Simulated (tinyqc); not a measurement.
# Index and thickness from Psi and Delta

Problem. Air (index 1), film, substrate with N2 = n2 - i k2; time factor exp(+i w t). q_j = sqrt(N_j^2 - sin^2 th), root with positive real part. Fresnel coefficients r_s = (q_a - q_b)/(q_a + q_b), r_p = (N_b^2 q_a - N_a^2 q_b)/(N_b^2 q_a + N_a^2 q_b). tan(Psi) exp(i Delta) = R_p/R_s, Delta taken from 0 to 360 degrees. beta = 2 pi d q1/lam, X = exp(-2 i beta), R = (r01 + r12 X)/(1 + r01 r12 X) for p and s. The film is transparent, with 1.15 < n1 < 2.9 and d under half a period. Find n1, d and the period.

Values chosen for this exercise:
- lam = 632.8 nm (wavelength)
- th = 60 degrees (angle of incidence)
- n2 = 3.882 (index of the substrate)
- k2 = 0.019 (extinction coefficient of the substrate)

Psi = 39.824163 degrees
Delta = 114.85048 degrees

Answer. Two measured angles fix two unknowns; a search from many starts finds one solution in the range given. Thicker films with d plus a multiple of the period give the same angles.

n1 = 1.45
d = 96.0 nm
period = 272 nm

Numbers from tinyqc (`OMP_NUM_THREADS=1 python tinyqc.py 2870143 2870144 out.jsonl`; about 0.4 s on one thread of a shared Intel Xeon 2.30GHz).
